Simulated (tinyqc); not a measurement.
## Ideality, saturation current and resistance from three points

Question. Well above the saturation current a diode obeys V = n Vt ln(I/I0) + I Rs. Find n, Rs and I0.

Values chosen for this exercise: temperature T = 350 K.

Constants: q = 1.602176634e-19 C, kB = 1.380649e-23 J/K, Vt = kB T/q. Results are converted to the units shown.

currents (A): 4e-6  0.0007  0.01
voltages (V): 0.73650262  0.94790029  1.1309610

Solution. V is linear in the three unknowns n Vt, Rs and -n Vt ln I0, so three points give a linear system.

n = 1.320
Rs = 8.300 ohm
I0 = 3.700e-14 A

Numbers from tinyqc (`OMP_NUM_THREADS=1 python tinyqc.py 2260008 2260009 out.jsonl`; about 0.01 s on one thread of a shared Intel Xeon 2.30GHz).
